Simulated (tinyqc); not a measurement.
Gate-all-around wire, scale length and short-channel effects: effect of the channel length.

A round wire of diameter ts in an insulator shell of thickness ti under a surrounding gate. Below threshold the potential that source and drain add obeys Laplace's equation and vanishes on the gate. Its lowest mode decays along the channel as exp(-k y); k is the smallest positive root of the matching condition at the interface, and the scale length is Lambda = pi/k.

k is the smallest positive root of f(k) = ei J0(u)[J1(u) Y0(v) - Y1(u) J0(v)] - eps_r J1(u)[J0(u) Y0(v) - Y0(u) J0(v)], u = k ts/2, v = u + k ti. Along the channel psi(y) = s + a exp(y/l) + b exp(-y/l) with psi(0) = Vbi, psi(L) = Vbi + Vds and l = 1/k = Lambda/pi; with A = Vbi - s, B = A + Vds, x = exp(-L/l): a = (B - A x) x/(1 - x^2), b = (A - B x)/(1 - x^2). The minimum is s + 2 sqrt(a b), at y = (l/2) ln(b/a). The long-channel potential follows the gate as s = sT + (Vg - VTL)/m, and the threshold VT is the gate voltage at which the minimum equals sT. Swing = m Vt ln 10/g at threshold, g = d(minimum)/ds = 1 - (b x + a)/((1 + x) sqrt(a b)). DIBL = [VT(0.05 V) - VT(Vds)]/(Vds - 0.05 V). sT and Vbi are held fixed; m = 1.

Parameters, values chosen for the exercise; permittivities: semiconductor close to that of germanium, insulator close to that of hafnium oxide: temperature T = 400 K; relative permittivity of the semiconductor eps_r = 16; relative permittivity of the insulator ei = 23.1; insulator thickness ti = 2.9 nm; wire diameter ts = 4.3 nm; potential of the source Vbi = 0.99 V; potential of the barrier top at threshold sT = 0.73 V; drain voltage Vds = 0.6 V.

Constants: q = 1.602176634e-19 C, kB = 1.380649e-23 J/K, Vt = kB T/q. Results are converted to the units shown.

The same in every row: Lambda (nm) = 6.131.

Result of one run:
```
L/Lambda	VT - VTL at Vds = 0.05 V (mV)	VT - VTL at Vds (mV)	DIBL (mV/V)	swing (mV/decade)
4.567	-0.4361	-0.7266	0.5281	79.51
```

Which channel length L gave this result: 9.6, 11, 14, 16 or 28 nm?

L = 28 nm.

The whole series:
```
L (nm)	L/Lambda	VT - VTL at Vds = 0.05 V (mV)	VT - VTL at Vds (mV)	DIBL (mV/V)	swing (mV/decade)
6.7	1.093	-151.8	-264.6	205.1	127.6
8	1.305	-96.43	-166.5	127.3	110.3
9.6	1.566	-58.07	-99.26	74.88	98.15
11	1.794	-38.37	-65.14	48.66	91.86
14	2.283	-16.64	-27.97	20.61	84.83
16	2.609	-9.741	-16.32	11.96	82.58
19	3.099	-4.436	-7.409	5.405	80.83
23	3.751	-1.576	-2.628	1.912	79.89
28	4.567	-0.4361	-0.7266	0.5281	79.51
```

From L = 6.7 to 28 nm, DIBL falls from 205 to 0.528 mV/V and the swing falls from 128 to 79.5 mV a decade (long-channel value 79.4). Between the last two rows the threshold shift at Vds decays with a length of 3.89 nm, against 2 Lambda/pi = 3.90 nm for a shift that goes as exp(-pi L/(2 Lambda)). DIBL first drops below 100 mV/V at L = 9.6 nm among the rows, L/Lambda = 1.6. For L = 6.7 to 8 nm L is under 1.5 Lambda, where higher modes, left out of the one-mode potential, count.

Program tinyqc, `OMP_NUM_THREADS=1 python tinyqc.py 2420123 2420124 out.jsonl`; Intel Xeon 2.30GHz, shared host, one thread, about 0.01 s.
